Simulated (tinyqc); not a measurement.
What moves the results: heterojunction of two tight-binding chains. A value that a table varies takes the place of the one given here.

Left chain: hopping -t1, sites at 2 t1 (band bottom 0). Right chain: hopping -t2, sites at dE + 2 t2 (bottom dE). t = c/(m a^2), c = hbar^2/2m0. The bond across the interface is -tc with tc = f sqrt(t1 t2), and the last left site has the extra energy U. In a chain E = bottom + 2t (1 - cos(ka)); the surface Green function of a half chain is g = -exp(ika)/t, with Im k > 0 where cos(ka) > 1.

Constants: hbar^2/2m0 = 3.80998211 eV angstrom^2.

Parameters, chosen for this exercise (masses and offset of the size met at GaAs / AlGaAs; not measured data): a = 2.8 angstrom (site spacing); m1 = 0.065 m0 (mass on the left); m2 = 0.092 m0 (mass on the right); dE = 0.28 eV (band offset); f = 1 (factor on the interface hopping); U = 0.19 eV (extra energy on the last left site); E = 0.38 eV (electron energy).

## Transmission against energy, and which matching rule a chain obeys

Chain A is the junction as given; chain B has tc = sqrt(t1 t2) and U = 0; chain C has tc = t2 and U = t2 - t1, the finite-difference form of -d/dx (c/m) d/dx. Continuum formulas T = 4 x y/(x + y)^2 with parabolic k: x, y = k/m on each side (BenDaniel-Duke) or x, y = k (slope continuous).

T:
```
E - dE (eV)  E (eV)  chain A  chain B  chain C  k/m matched  k matched
0.002         0.282   0.3320   0.3298   0.2459       0.2469     0.3311
0.005         0.285   0.4716   0.4688   0.3592       0.3606     0.4704
0.010         0.290   0.5941   0.5911   0.4655       0.4671     0.5928
0.020         0.300   0.7203   0.7173   0.5844       0.5861     0.7191
0.050         0.330   0.8661   0.8639   0.7413       0.7430     0.8653
0.100         0.380   0.9417   0.9405   0.8405       0.8420     0.9414
0.200         0.480   0.9825   0.9823   0.9108       0.9121     0.9828
0.400         0.680   0.9970   0.9978   0.9523       0.9533     0.9979
```

Chain C follows the k/m rule within 0.0018 and chain B the plain k rule within 0.0018, while the two rules differ by up to 0.1330: in B the self-energy of the right side is -t1 exp(i k2 a), so only k2 enters, and in C it is -t2 exp(i k2 a), which carries 1/m2. Chain A, with f = 1 and U = 0.19 eV, has an interface term of its own and lies up to 0.0030 from B and 0.1359 from C.

## When the interface binds a state

A state below both bands solves E - 2 t1 - U - S1(E) - S2(E) = 0 for E < 0, with S1 = -t1 z1, S2 = -(tc^2/t2) z2 and |z| < 1 the decaying root of z + 1/z = 2 - (E - bottom)/t. Decay lengths -a/ln|z|. The threshold is the U that solves the equation at E = 0. A dash: no bound state.

Interface state:
```
U (eV)   E (eV)  decay left (angstrom)  decay right (angstrom)
-0.46         -                      -                       -
-0.92         -                      -                       -
-1.38         -                      -                       -
-1.69   -0.0029                  142.4                    12.1
-1.99   -0.0209                   53.0                    11.8
-2.46   -0.0710                   28.7                    10.9
-3.07   -0.1643                   18.9                     9.7
-4.60   -0.5073                   10.8                     7.3
```

threshold U = -1.5345 eV

The step pushes the state out, so an attraction must exceed 1.5345 eV to bind; 5 of the 8 rows are bound. At U = -4.6 eV the state decays over 10.8 angstrom to the left and 7.3 to the right, where the band lies higher.

## What each parameter does

T = 4 Im(S1) Im(S2) |G|^2 with G = 1/(E - 2 t1 - U - S1 - S2), S1 = -t1 exp(i k1 a), S2 = -(tc^2/t2) exp(i k2 a). Each row changes one parameter from the base and keeps the others.

Results:
```
case                    T    k1 a    k2 a
base               0.9417  0.2259  0.1377
m1 = 0.078 m0      0.9199  0.2476  0.1377
m2 = 0.1104 m0     0.9603  0.2259  0.1509
dE = 0.23 eV       0.9782  0.2259  0.1687
f = 0.9            0.6579  0.2259  0.1377
U = 0.39 eV        0.9330  0.2259  0.1377
a = 2.24 angstrom  0.9416  0.1806  0.1101
```

The largest shifts from the base row, up to three for each result and ties (the steps differ in size, so this ranks the rows, not the parameters). T: f -0.2838, dE +0.0365, m1 -0.0218. k1 a: a -0.0453, m1 +0.0217; unchanged at the printed digits by m2, dE, f and U. k2 a: dE +0.0310, a -0.0276, m2 +0.0132; unchanged at the printed digits by m1, f and U.

(tinyqc, `OMP_NUM_THREADS=1 python tinyqc.py 1480401 1480402 out.jsonl`, Intel(R) Xeon(R) Processor @ 2.30GHz, 1 thread, shared host, about 0.01 s.)
